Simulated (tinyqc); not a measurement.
One-electron ion in a basis of Gaussians, step by step. One step of it, computed by the program tinyqc.

Task: Matrices over normalised Gaussians. With p = a_i + a_j and I(k) = Gamma((k+1)/2) / (2 p^((k+1)/2)): S = I(2l+2), T = (2l+3) a_i a_j S / p, V = -Z I(2l+1), each divided by sqrt(S_ii S_jj).

exponents of r^l exp(-a r^2) (1/bohr^2): [0.142700, 0.446700, 1.398000, 4.378000, 13.710000]

Z = 6

l = 1

Give: S; T; V.

Result:

S:
$$\begin{pmatrix}
1.0000 & 0.6794 & 0.2560 & 0.0723 & 0.0183 \\
0.6794 & 1.0000 & 0.6795 & 0.2559 & 0.0723 \\
0.2560 & 0.6795 & 1.0000 & 0.6792 & 0.2557 \\
0.0723 & 0.2559 & 0.6792 & 1.0000 & 0.6792 \\
0.0183 & 0.0723 & 0.2557 & 0.6792 & 1.0000
\end{pmatrix}$$

T (hartree):
$$\begin{pmatrix}
0.3568 & 0.3674 & 0.1657 & 0.0500 & 0.0129 \\
0.3674 & 1.1167 & 1.1501 & 0.5186 & 0.1563 \\
0.1657 & 1.1501 & 3.4950 & 3.5984 & 1.6220 \\
0.0500 & 0.5186 & 3.5984 & 10.9450 & 11.2689 \\
0.0129 & 0.1563 & 1.6220 & 11.2689 & 34.2750
\end{pmatrix}$$

V (hartree):
$$\begin{pmatrix}
-2.4112 & -2.3541 & -1.4341 & -0.6939 & -0.3079 \\
-2.3541 & -4.2662 & -4.1653 & -2.5367 & -1.2274 \\
-1.4341 & -4.1653 & -7.5472 & -7.3674 & -4.4860 \\
-0.6939 & -2.5367 & -7.3674 & -13.3557 & -13.0377 \\
-0.3079 & -1.2274 & -4.4860 & -13.0377 & -23.6346
\end{pmatrix}$$
